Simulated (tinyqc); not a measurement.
Inside a calculation. Model: free and trapped electrons in a MOS channel with a dense trap tail.

Program tinyqc, `OMP_NUM_THREADS=1 python tinyqc.py 2222196 2222197 out.jsonl`; Intel Xeon 2.30GHz, shared host, one thread, about 0.02 s. Printed values are rounded.

p-type body, charge-sheet picture, full ionisation (an idealisation for deep acceptors), Boltzmann statistics for free electrons. e = Ec - EF at the surface. Acceptor-like traps of density D(E) = D0 + De exp(-E/Ew) at depth E below Ec, from 0 to Eu, hold n_t = integral of D(E)/(1 + exp((e - E)/Vt)). psi = Eg - Vt ln(Nv/Na) - e; N_dep = sqrt(2 eps0 eps_r Na (psi - Vt)/q); n_f = sqrt(N_dep^2 + 2 eps0 eps_r Vt Nc exp(-e/Vt)/q) - N_dep; Vg = Vfb + psi + q (N_dep + n_t + n_f)/Cox, Cox = eps0 eox/tox.

Inputs (values chosen for the exercise); band and dielectric values close to those of silicon:
```
symbol    value         unit                                             meaning
T           400            K                                         temperature
Eg         1.12           eV                                            band gap
eps_r      11.9                                            relative permittivity
Nc      4.36e19        cm^-3              conduction-band density of states at T
Nv      4.08e19        cm^-3                 valence-band density of states at T
eox         3.9                           relative permittivity of the insulator
tox          29           nm                                 insulator thickness
Na         5e15        cm^-3                                    acceptor density
Vfb       -0.94            V            flat-band voltage without trapped charge
D0       4.3e10  cm^-2 eV^-1  constant background density of acceptor-like traps
De       2.6e13  cm^-2 eV^-1          density of the tail at the conduction edge
Ew         0.05           eV                            decay energy of the tail
Eu         0.83           eV        depth below Ec down to which the traps reach
mf          180   cm^2/(V s)                          mobility of free electrons
e         0.273           eV                              Ec - EF at the surface
```

Constants: q = 1.602176634e-19 C, kB = 1.380649e-23 J/K, Vt = kB T/q, eps0 = 8.8541878128e-14 F/cm where lengths are in cm. Results are converted to the units shown.

## Trapped charge

Trapezoid rule on 16 equal steps from 0 to Eu, f = 1/(1 + exp((e - E)/Vt)).

```
point	E (eV)	D(E) f (cm^-2 eV^-1)
0	0	9.459858e9
1	0.05187500	1.512351e10
2	0.1037500	2.420192e10
3	0.1556250	3.855129e10
4	0.2075	5.891056e10
5	0.2593750	7.575457e10
6	0.3112500	7.104234e10
7	0.3631250	5.705881e10
8	0.415	4.867050e10
9	0.4668750	4.512672e10
10	0.5187500	4.377621e10
11	0.5706250	4.327977e10
12	0.6225	4.310016e10
13	0.6743750	4.303572e10
14	0.7262500	4.301271e10
15	0.7781250	4.300451e10
16	0.83	4.300160e10
```

n_t = 3.734378e10 cm^-2

With 1600 steps n_t = 3.736e10 cm^-2; the coarse value is 0.051 % below it.

## Charges and gate voltage

psi, N_dep, n_f and Vg as defined, with the n_t given; free share n_f/(n_f + n_t); apparent mobility mf n_f/(n_f + n_t); gate voltage spent on traps q n_t/Cox.

psi = 0.5365347 V
N_dep = 1.817075e11 cm^-2
n_f = 1.879260e10 cm^-2
Vg = -0.08343800 V
free share = 33.47669 %
apparent mobility = 60.25803 cm^2/(V s)
gate voltage spent on traps = 0.05024736 V
